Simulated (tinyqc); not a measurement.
Worked calculation: Hubbard ring of 4 sites. Computed by tinyqc, a small Python program that keeps every step. Settings: hopping = 1.63, U = 3.2, mixing = 1, iteration cap = 78. Command: `OMP_NUM_THREADS=1 python tinyqc.py 24173 24174 out.jsonl` (the two numbers bound the seeds that draw the settings). One thread of a shared host (Intel(R) Xeon(R) Processor @ 2.60GHz), about 0.2 s of CPU time with the checks. Later iterations appear only in the table of the cycle.

## Mean-field iteration 1

one-body matrix (hopping and site energies) (eV):
```
           1          2          3          4
1   0.000000  -1.630000   0.000000  -1.630000
2  -1.630000   0.000000  -1.630000   0.000000
3   0.000000  -1.630000   0.000000  -1.630000
4  -1.630000   0.000000  -1.630000   0.000000
```

U = 3.200000 eV

electrons, up and down: 1  1

mixing = 1

n(up) at the start (a guess, not normalised): 1 0.300000, 2 0.200000, 3 0.300000, 4 0.200000

n(down) at the start (a guess): 1 0.200000, 2 0.300000, 3 0.200000, 4 0.300000

H(up) = T + U n(down), H(down) = T + U n(up); fill the lowest levels; n(new) = n + mixing (n(out) - n); E = tr T (rho up + rho down) + U sum n_up n_down of the output.

levels, up (eV): -2.463924  0.640000  0.960000  4.063924

levels, down (eV): -2.463924  0.640000  0.960000  4.063924

energy = -5.714084 eV

n(up) after iteration 1: 1 0.262255, 2 0.237745, 3 0.262255, 4 0.237745

n(down) after iteration 1: 1 0.237745, 2 0.262255, 3 0.237745, 4 0.262255

## Mean-field iteration 2

As before.

levels, up (eV): -2.460236  0.760783  0.839217  4.060236

levels, down (eV): -2.460236  0.760783  0.839217  4.060236

energy = -5.719644 eV

n(up) after iteration 2: 1 0.253007, 2 0.246993, 3 0.253007, 4 0.246993

n(down) after iteration 2: 1 0.246993, 2 0.253007, 3 0.246993, 4 0.253007

## Convergence

Each step fills the lowest levels of T + U n(other spin) and sets n(new) = n + mixing (n(out) - n); stop when output and input agree to 1e-8.

Course of the cycle:
```
iteration       E (eV)  largest |n(out) - n(in)|  mean |n_up - n_down|
1          -5.71408382                  3.77e-02              0.024510
2          -5.71964404                  9.25e-03              0.006014
3          -5.71997857                  2.27e-03              0.001476
4          -5.71999871                  5.57e-04              0.000362
5          -5.71999992                  1.37e-04              0.000089
6          -5.72000000                  3.35e-05              0.000022
7          -5.72000000                  8.23e-06              0.000005
8          -5.72000000                  2.02e-06              1.31e-06
9          -5.72000000                  4.96e-07              3.22e-07
10         -5.72000000                  1.22e-07              7.91e-08
11         -5.72000000                  2.98e-08              1.94e-08
12         -5.72000000                  7.32e-09              4.76e-09
```

local moments n_up - n_down: 1 0.000000, 2 0.000000, 3 0.000000, 4 0.000000

Converged in 12 iterations. Before convergence this energy mixes input and output and is not variational, so it may rise towards its limit.

## The many-body Hamiltonian

Basis: all placements (u, d, 2, 0 on each site), up operators ordered before down ones; hops carry the sign of the same-spin electrons passed.

H (eV):
```
           2000       ud00       u0d0       u00d       du00       0200       0ud0       0u0d
2000   3.200000  -1.630000   0.000000  -1.630000  -1.630000   0.000000   0.000000   0.000000
ud00  -1.630000   0.000000  -1.630000   0.000000   0.000000  -1.630000   0.000000   0.000000
u0d0   0.000000  -1.630000   0.000000  -1.630000   0.000000   0.000000  -1.630000   0.000000
u00d  -1.630000   0.000000  -1.630000   0.000000   0.000000   0.000000   0.000000  -1.630000
du00  -1.630000   0.000000   0.000000   0.000000   0.000000  -1.630000   0.000000  -1.630000
0200   0.000000  -1.630000   0.000000   0.000000  -1.630000   3.200000  -1.630000   0.000000
0ud0   0.000000   0.000000  -1.630000   0.000000   0.000000  -1.630000   0.000000  -1.630000
0u0d   0.000000   0.000000   0.000000  -1.630000  -1.630000   0.000000  -1.630000   0.000000
d0u0   0.000000   0.000000   0.000000   0.000000  -1.630000   0.000000   0.000000   0.000000
0du0   0.000000   0.000000   0.000000   0.000000   0.000000  -1.630000   0.000000   0.000000
0020   0.000000   0.000000   0.000000   0.000000   0.000000   0.000000  -1.630000   0.000000
00ud   0.000000   0.000000   0.000000   0.000000   0.000000   0.000000   0.000000  -1.630000
d00u  -1.630000   0.000000   0.000000   0.000000   0.000000   0.000000   0.000000   0.000000
0d0u   0.000000  -1.630000   0.000000   0.000000   0.000000   0.000000   0.000000   0.000000
00du   0.000000   0.000000  -1.630000   0.000000   0.000000   0.000000   0.000000   0.000000
0002   0.000000   0.000000   0.000000  -1.630000   0.000000   0.000000   0.000000   0.000000

           d0u0       0du0       0020       00ud       d00u       0d0u       00du       0002
2000   0.000000   0.000000   0.000000   0.000000  -1.630000   0.000000   0.000000   0.000000
ud00   0.000000   0.000000   0.000000   0.000000   0.000000  -1.630000   0.000000   0.000000
u0d0   0.000000   0.000000   0.000000   0.000000   0.000000   0.000000  -1.630000   0.000000
u00d   0.000000   0.000000   0.000000   0.000000   0.000000   0.000000   0.000000  -1.630000
du00  -1.630000   0.000000   0.000000   0.000000   0.000000   0.000000   0.000000   0.000000
0200   0.000000  -1.630000   0.000000   0.000000   0.000000   0.000000   0.000000   0.000000
0ud0   0.000000   0.000000  -1.630000   0.000000   0.000000   0.000000   0.000000   0.000000
0u0d   0.000000   0.000000   0.000000  -1.630000   0.000000   0.000000   0.000000   0.000000
d0u0   0.000000  -1.630000   0.000000  -1.630000  -1.630000   0.000000   0.000000   0.000000
0du0  -1.630000   0.000000  -1.630000   0.000000   0.000000  -1.630000   0.000000   0.000000
0020   0.000000  -1.630000   3.200000  -1.630000   0.000000   0.000000  -1.630000   0.000000
00ud  -1.630000   0.000000  -1.630000   0.000000   0.000000   0.000000   0.000000  -1.630000
d00u  -1.630000   0.000000   0.000000   0.000000   0.000000  -1.630000   0.000000  -1.630000
0d0u   0.000000  -1.630000   0.000000   0.000000  -1.630000   0.000000  -1.630000   0.000000
00du   0.000000   0.000000  -1.630000   0.000000   0.000000  -1.630000   0.000000  -1.630000
0002   0.000000   0.000000   0.000000  -1.630000  -1.630000   0.000000  -1.630000   3.200000
```

## Exact diagonalisation (16 states)

Lowest levels of the sector, and the double occupancy of the lowest state.

lowest levels (eV): -5.920548  -3.260000  -3.260000  -2.031474  -2.031474  0.000000

double occupancy per site = 0.034309

The mean-field solution above lies 0.2005 eV above the exact energy.

## The lowest level by Lanczos steps

From a random start vector (not printed): a_j = <q_j|H|q_j>, b_j = norm of the remainder after orthogonalising; the Ritz value is the lowest eigenvalue of the tridiagonal matrix of a and b so far.

Lanczos:
```
j   a_j (eV)  b_j (eV)  lowest Ritz value (eV)
1  -0.015878  3.134526             -0.01587849
2   0.321185  3.799632             -2.98640000
3   0.402087  4.067996             -4.65330492
4   1.551795  3.654273             -5.51093697
5   0.871868  2.596857             -5.85806264
6   2.920886  2.168590             -5.91271241
7  -0.986551  0.960576             -5.92031638
8   1.278924  0.070969             -5.92054749
9   3.255685         0             -5.92054751
```
